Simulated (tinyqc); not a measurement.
Ellipsometry and reflectance of a transparent film on an absorbing substrate: one step of the calculation.

Air (index 1), film, substrate with N2 = n2 - i k2; time factor exp(+i w t). q_j = sqrt(N_j^2 - sin^2 th), root with positive real part. Fresnel coefficients r_s = (q_a - q_b)/(q_a + q_b), r_p = (N_b^2 q_a - N_a^2 q_b)/(N_b^2 q_a + N_a^2 q_b). tan(Psi) exp(i Delta) = R_p/R_s, Delta taken from 0 to 360 degrees.

Task. Psi, Delta and reflectances. beta = 2 pi d q1/lam, X = exp(-2 i beta), R = (r01 + r12 X)/(1 + r01 r12 X) for p and s.

Inputs (values chosen for the exercise): wavelength lam = 632.8 nm; film thickness d = 6.5 nm.

q1 = 1.1317326
r01,p = -0.20923890
r01,s = -0.53585140
r12,p = 0.35330037-0.00200842i
r12,s = -0.53791406+0.00184733i

Wanted: beta; X; R_p; R_s; Psi; Delta; |R_p|^2; |R_s|^2.

Result.

beta = 0.073042 rad
X = 0.98935-0.14556i
R_p = 0.15033-0.05944i
R_s = -0.83208+0.03455i
Psi = 10.985 degrees
Delta = 160.80 degrees
|R_p|^2 = 0.026131
|R_s|^2 = 0.69356

The bare substrate gives Psi = 10.57 and Delta = 179.23 degrees.

tinyqc, about 0.01 s, one thread, Intel Xeon 2.30GHz (shared host): `OMP_NUM_THREADS=1 python tinyqc.py 2870192 2870193 out.jsonl`
